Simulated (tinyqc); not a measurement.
Worked calculation: Luttinger-Kohn k.p, four valence bands. Computed by tinyqc, a small Python program that keeps every step. Settings: g1 = 11.62, g2 = 4.39, g3 = 5.46. Command: `OMP_NUM_THREADS=1 python tinyqc.py 29963 29964 out.jsonl` (the two numbers bound the seeds that draw the settings). One thread of a shared host (Intel(R) Xeon(R) Processor @ 2.60GHz), about 0.01 s of CPU time with the checks.

## Bloch Hamiltonian at k

Luttinger parameters chosen for this model; energies are counted downward from the top of the valence band:

| parameter | value | unit |
|---|---|---|
| g1 | 11.620000 |  |
| g2 | 4.390000 |  |
| g3 | 5.460000 |  |

k point k (1/angstrom): -0.04000  -0.05000  -0.04600

P = c g1 k^2, Q = c g2 (kx^2 + ky^2 - 2 kz^2), R = c sqrt3 [-g2 (kx^2 - ky^2) + 2i g3 kx ky], S = 2 c sqrt3 g3 (kx - i ky) kz, c = hbar^2/2m = 3.809982 eV angstrom^2; rows [P+Q, -S, R, 0], [-S*, P-Q, 0, R], [R*, 0, P-Q, S], [0, R*, S*, P+Q]. The path ends lie at |k| = 0.08 1/angstrom.

H(k) at k (eV):
```
                    3/2                1/2              -1/2              -3/2
3/2             0.27299  -0.13259+0.16574i  0.02607+0.14412i           0.00000
1/2   -0.13259-0.16574i            0.27740           0.00000  0.02607+0.14412i
-1/2   0.02607-0.14412i            0.00000           0.27740  0.13259-0.16574i
-3/2            0.00000   0.02607-0.14412i  0.13259+0.16574i           0.27299
```

## Levels at k

Diagonalise the Hermitian matrix.

eigenvalues (eV): 0.01730  0.01730  0.53309  0.53309

## Bands along a path

The same steps at evenly spaced points between the labelled ones.

Bands along the path (eV):

| k | band 1 | band 2 | band 3 | band 4 |
|---|---|---|---|---|
| [111] | 0.01707 | 0.01707 | 0.54961 | 0.54961 |
| [111]-G 0.33 | 0.00759 | 0.00759 | 0.24427 | 0.24427 |
| [111]-G 0.67 | 0.00190 | 0.00190 | 0.06107 | 0.06107 |
| G | 0.00000 | 0.00000 | 0.00000 | 0.00000 |
| G-[100] 0.33 | 0.00769 | 0.00769 | 0.05527 | 0.05527 |
| G-[100] 0.67 | 0.03078 | 0.03078 | 0.22108 | 0.22108 |
| [100] | 0.06925 | 0.06925 | 0.49743 | 0.49743 |

## Hole masses

E = c [g1 k^2 -/+ 2 sqrt(g2^2 k^4 + 3 (g3^2 - g2^2)(kx^2 ky^2 + ky^2 kz^2 + kz^2 kx^2))] with c = hbar^2/2m, and m* = hbar^2 k^2 / (2 E).

Masses (electron masses):

| direction | heavy | light |
|---|---|---|
| [100] | 0.35211 | 0.04902 |
| [110] | 0.83770 | 0.04536 |
| [111] | 1.42857 | 0.04437 |
